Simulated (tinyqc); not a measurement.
# Hexagonal on-chip spiral inductor, lumped pi model, step by step

Computed by the program tinyqc: `OMP_NUM_THREADS=1 python tinyqc.py 2302062 2302063 out.jsonl`, one thread of a shared Intel Xeon 2.30GHz, about 0.01 s for the whole run. Printed values are rounded.

Outer diameter do = di + 2 n wd + 2 (n - 1) sp, mean da = (do + di)/2, fill p = (do - di)/(do + di), length l = 3.464 n da. L = 2.33 mu0 n^2 da/(1 + 3.82 p), mu0 = 4 pi 1e-7 H/m. Rs = rho l/(wd delta (1 - exp(-th/delta))), delta = sqrt(rho/(pi f mu0)). Cs = n wd^2 eps0 eo/hu across the coil. At each end Cox = l wd eps0 eo/(2 ho) leads to the substrate branch Rsi = 2 rs he/(l wd) in parallel with Csi = l wd eps0 11.7/(2 he). With one end grounded Y = 1/(Rs + i w L) + i w Cs + 1/[1/(i w Cox) + 1/(1/Rsi + i w Csi)], w = 2 pi f; Q = -Im Y/Re Y. Eddy currents in neighbouring turns and in the substrate are left out.

Inputs (values chosen for the exercise); values of the order met in silicon radio-frequency processes:
- n = 3.5 (number of turns)
- wd = 10 um (line width)
- sp = 2 um (space between turns)
- di = 140 um (inner diameter)
- th = 4 um (metal thickness)
- rho = 1.9 uohm cm (metal resistivity)
- ho = 8.6 um (oxide below the coil)
- hu = 1.2 um (oxide between coil and underpass)
- eo = 4.1 (relative permittivity of the oxide)
- rs = 10 ohm cm (substrate resistivity)
- he = 80 um (effective spreading depth in the substrate)
- f = 4.3 GHz (frequency)

Constants: eps0 = 8.8541878128e-12 F/m. Results are converted to the units shown.

## Geometry and model elements

do, l, L, delta, Rs, Cs, Cox, Rsi and Csi as defined.

do = 220 um
l = 2182.320 um
L = 3.491914 nH
delta = 1.057944 um
Rs = 4.010760 ohm
Cs = 10.58813 fF
Cox = 46.05986 fF
Rsi = 733.1647 ohm
Csi = 14.12970 fF

Rs is 3.87 times the direct-current value in this empirical form, which overstates the skin effect of a flat slab when delta is near th and so stands in for some current crowding.

## Admittance, quality factor and apparent inductance

Series branch 1/(Rs + i w L), substrate branch, total Y, Q = -Im Y/Re Y, apparent inductance Im(1/Y)/w, metal-only value w L/Rs, share of the loss in the substrate Re(substrate branch)/Re Y.

series branch = 0.44980-10.58044i mS
substrate branch = 0.4688800+0.6854043i mS
Y = 0.918679-9.608973i mS
Q = 10.45955
apparent inductance = 3.817008 nH
w L/Rs = 23.52260
share of the loss in the substrate = 51.03849 %

Q is 44.5 % of the metal-only value.
